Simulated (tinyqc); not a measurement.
Worked calculation: WKB tunnelling through a gate dielectric with a two-band (Franz) dispersion. Values are carried at full precision from step to step, so a last printed digit may differ when a step is redone from the rounded ones.

Constants: hbar^2/2m0 = 3.80998211 eV angstrom^2.

Parameters, chosen for this exercise (of the size used for Si3N4 on silicon; the results hold for these values, not for the real material):
- phi = 2.18 eV (barrier above the electron energy at the emitter)
- t = 54 angstrom (thickness)
- V = 0.6 V (voltage across the layer)
- Eg = 5.03 eV (gap of the dielectric)
- m = 0.45 m0 (mass at the conduction edge)

## Shape of the barrier

Field V/t (1 V/angstrom = 100 MV/cm), the end of the forbidden region x_e = min(t, phi t/V), and u there.

field = 1.11 MV/cm
x_e = 54.00 angstrom
u(x_e) = 1.580 eV

V < phi: a trapezoid, direct tunnelling through the whole layer.

## Decay constant through the layer

At depth x the conduction edge lies u(x) = phi - V x/t above the electron. Parabolic: kappa = sqrt(m u/c). Franz: kappa = sqrt(m u (1 - u/Eg)/c), which vanishes at both band edges. c = hbar^2/2m0. T = exp(-2 integral of kappa dx) over the region u > 0; no image force, no prefactor, zero transverse momentum. The region ends at x_e = min(t, phi t/V); x_e < t is the Fowler-Nordheim regime.

Nine points x = j x_e/8.

kappa (1/angstrom):
```
x (angstrom)  u (eV)  parabolic   Franz
0.000         2.1800     0.5074  0.3820
6.750         2.1050     0.4986  0.3802
13.500        2.0300     0.4897  0.3782
20.250        1.9550     0.4805  0.3757
27.000        1.8800     0.4712  0.3729
33.750        1.8050     0.4617  0.3697
40.500        1.7300     0.4520  0.3661
47.250        1.6550     0.4421  0.3622
54.000        1.5800     0.4320  0.3578
```

At the emitter the Franz value is 24.7 % below the parabolic one, the factor sqrt(1 - phi/Eg).

## The integrals by Simpson's rule

Weights 1, 4, 2, 4, 2, 4, 2, 4, 1 times a third of the spacing.

integral of kappa dx: parabolic 25.419, Franz 20.082

## The integrals in closed form

Parabolic: (2/3) sqrt(m/c) (t/V) (phi^(3/2) - u_e^(3/2)). Franz: sqrt(m/c) Eg^(3/2) (t/V) (f(phi/Eg) - f(u_e/Eg)) with f(y) = ((2y - 1) sqrt(y (1 - y)) + arcsin(sqrt y))/4. u_e = max(phi - V, 0). T = exp(-2 I).

integral of kappa dx: parabolic 25.4188, Franz 20.0821

T: parabolic 8.35e-23, Franz 3.61e-18

The two-band dispersion raises T by a factor 4.32e+04.

## Checks

- Franz integral in closed form against adaptive quadrature: both 20.0821.

(tinyqc, `OMP_NUM_THREADS=1 python tinyqc.py 1481007 1481008 out.jsonl`, Intel(R) Xeon(R) Processor @ 2.30GHz, 1 thread, shared host, about 0.01 s.)
